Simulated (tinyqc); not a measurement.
From results back to parameters: effective mass of the split-off band from tabulated energies. Four cases, with inputs chosen for the exercise.

Problem. A band follows E (1 + alpha E) = c k^2/m, c = hbar^2/2m0. Its energies at two wave vectors are given.

Constants: hbar^2/2m0 = 3.80998211 eV angstrom^2.

Case 1.

Values chosen (out of a larger set: band of an eight-band Kane model near CdTe; not measured data): k12 = (0.051, 0.136) 1/angstrom (two wave vectors).

energies (meV): 39.82671  319.69505

Case 2.

Values chosen (out of a larger set: band of an eight-band Kane model near InSb; not measured data): k12 = (0.0141, 0.0376) 1/angstrom (two wave vectors).

energies (meV): 6.20472  43.96274

Case 3.

Values chosen (out of a larger set: band of an eight-band Kane model near InAs; not measured data): k12 = (0.0165, 0.044) 1/angstrom (two wave vectors).

energies (meV): 12.48166  101.72884

Case 4.

Values chosen (out of a larger set: band of an eight-band Kane model near InAs; not measured data): k12 = (0.015, 0.04) 1/angstrom (two wave vectors).

energies (meV): 10.50355  87.42315

Find: y = c k^2/E; m; alpha.

Solution.

Case 1.

y = c k^2/E (m0): 0.24882  0.22043
m = 0.2529 m0
alpha = -0.40 1/eV

y = m + m alpha E is a straight line through the two points. A negative alpha means that the band steepens away from the edge, repelled by the bands nearer the gap.

Case 2.

y = c k^2/E (m0): 0.12208  0.12252
m = 0.1220 m0
alpha = 0.10 1/eV

y = m + m alpha E is a straight line through the two points.

Case 3.

y = c k^2/E (m0): 0.08310  0.07251
m = 0.0846 m0
alpha = -1.40 1/eV

y = m + m alpha E is a straight line through the two points. A negative alpha means that the band steepens away from the edge, repelled by the bands nearer the gap.

Case 4.

y = c k^2/E (m0): 0.08161  0.06973
m = 0.0832 m0
alpha = -1.86 1/eV

y = m + m alpha E is a straight line through the two points. A negative alpha means that the band steepens away from the edge, repelled by the bands nearer the gap.

Computed by tinyqc, one run a case: `OMP_NUM_THREADS=1 python tinyqc.py N N+1 out.jsonl` with N = 1850075, 1850148, 1850158, 1850308; one thread of a shared Intel(R) Xeon(R) Processor @ 2.30GHz, about 0.01 s a run at most.
